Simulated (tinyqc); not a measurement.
# AlGaN/GaN HEMT with access regions, lumped model: effects of single changes

A polarisation-induced electron sheet under a Schottky gate, in series with two ungated access regions and contacts. Drift law v = mu E/(1 + mu E/vs) under the gate. Currents in mA/mm, resistances in ohm mm. No self-heating, no channel-length modulation; fits for polarisation, barrier and offset are chosen for the exercise.

Values chosen for this exercise; values close to those of AlGaN/GaN structures:

| symbol | value | unit | meaning |
|---|---|---|---|
| x | 0.32 |  | aluminium share of the barrier |
| d | 15 | nm | barrier thickness |
| eps_r | 9.2 |  | relative permittivity of barrier and channel |
| mu | 1400 | cm^2/(V s) | channel mobility |
| vs | 1.5e7 | cm/s | saturation velocity |
| Lg | 0.5 | um | gate length |
| Ls | 2 | um | source access length |
| Ld | 8 | um | drain access length |
| Rc | 0.23 | ohm mm | resistance of each contact |
| ft | 0 |  | share of the drain-access electrons removed by traps |
| Vg | 0 | V | gate voltage |

Constants: q = 1.602176634e-19 C, eps0 = 8.8541878128e-14 F/cm where lengths are in cm. Results are converted to the units shown.

Each table varies one quantity; the others keep the values above.

## Effect of the gate voltage

sigma = (5e13 x + 1.6e13 x^2) cm^-2, phiB = 0.84 + 1.3 x, dEc = 0.7 (1.71 x + x^2) in volts, Cb = eps0 eps_r/d, VT = phiB - dEc - q sigma/Cb, access density n0 = -Cb VT/q. Access resistance R(L, n) = L/(q mu n sqrt(1 - (I/(q n vs))^2)); Rs = Rc + R(Ls, n0), Rd = Rc + R(Ld, (1 - ft) n0). Vg' = Vg - I Rs, Vd' = Vd - I (Rs + Rd); with u = Vg' - VT, Vc = vs Lg/mu and w the smaller of Vd' and Vc [sqrt(1 + 2 u/Vc) - 1] (0 if negative), the channel gives (mu Cb/Lg)(u w - w^2/2)/(1 + w/Vc). I equals that channel current. Isat is I at Vd = 10 V, gm = dIsat/dVg, Ron the limit of Vd/I at small Vd.

The same in every row: VT (V) = -4.403; n0 (cm^-2) = 1.492e13.

Effect of the gate voltage:

| Vg (V) | Ron (ohm mm) | Isat (mA/mm) | gm (mS/mm) |
|---|---|---|---|
| -4 | 5.081 | 59.62 | 227.1 |
| -3.2 | 3.994 | 286.3 | 319.2 |
| -2.4 | 3.776 | 556.2 | 351.3 |
| -1.6 | 3.682 | 843.9 | 365.9 |
| -0.9 | 3.635 | 1102 | 370.8 |
| -0.1 | 3.600 | 1399 | 369.3 |
| 0.7 | 3.576 | 1691 | 361.0 |
| 1.5 | 3.559 | 1974 | 345.7 |

As Vg goes from -4 to 1.5 V, Ron falls from 5.08 to 3.56 ohm mm, Isat rises from 59.6 to 1970 mA/mm and gm goes from 227 through a maximum of 371 (at Vg = -0.9 V among the rows listed) to 346 mS/mm. The ceiling Cb vs is 815 mS/mm. For Vg = -2.4 to 1.5 V the power passes 5 W/mm, where self-heating, left out here, lowers the current. At Vg = 1.5 V Vg comes within 0.2 V of phiB or passes it, so at low drain current, as for Ron, the Schottky gate would conduct.

## Effect of the source access length

Same model as above.

The same in every row: VT (V) = -4.403; n0 (cm^-2) = 1.492e13.

Effect of the source access length:

| Ls (um) | Ron (ohm mm) | Isat (mA/mm) | gm (mS/mm) |
|---|---|---|---|
| 0.1 | 3.029 | 1892 | 520.0 |
| 0.3 | 3.089 | 1827 | 494.4 |
| 0.6 | 3.179 | 1739 | 462.9 |
| 1 | 3.298 | 1637 | 429.2 |
| 1.5 | 3.448 | 1528 | 395.8 |
| 2.5 | 3.746 | 1355 | 345.9 |
| 4 | 4.194 | 1163 | 294.0 |

As Ls goes from 0.1 to 4 um, Ron rises from 3.03 to 4.19 ohm mm, Isat falls from 1890 to 1160 mA/mm and gm falls from 520 to 294 mS/mm. The ceiling Cb vs is 815 mS/mm. In every row the power passes 5 W/mm, where self-heating, left out here, lowers the current.

## Effect of the share of the drain-access electrons removed by traps

Same model as above.

The same in every row: VT (V) = -4.403; n0 (cm^-2) = 1.492e13.

Effect of the share of the drain-access electrons removed by traps:

| ft | Ron (ohm mm) | Isat (mA/mm) | gm (mS/mm) |
|---|---|---|---|
| 0 | 3.597 | 1436 | 368.6 |
| 0.1 | 3.863 | 1436 | 368.6 |
| 0.2 | 4.194 | 1436 | 368.6 |
| 0.3 | 4.621 | 1436 | 368.6 |
| 0.4 | 5.190 | 1410 | 133.8 |
| 0.5 | 5.987 | 1234 | 26.59 |
| 0.6 | 7.182 | 1015 | 8.439 |
| 0.7 | 9.174 | 778.1 | 2.837 |

What does the comparison show, and why?

As ft goes from 0 to 0.7, Ron rises from 3.60 to 9.17 ohm mm, Isat falls from 1440 to 778 mA/mm and gm falls from 369 to 2.84 mS/mm. The ceiling Cb vs is 815 mS/mm. In every row the power passes 5 W/mm, where self-heating, left out here, lowers the current. For ft = 0.4 to 0.7 the gated channel is not yet saturated at 10 V, because the access regions take the voltage, and gm drops.

tinyqc, about 0.02 s, one thread, Intel Xeon 2.30GHz (shared host): `OMP_NUM_THREADS=1 python tinyqc.py 2570094 2570095 out.jsonl`
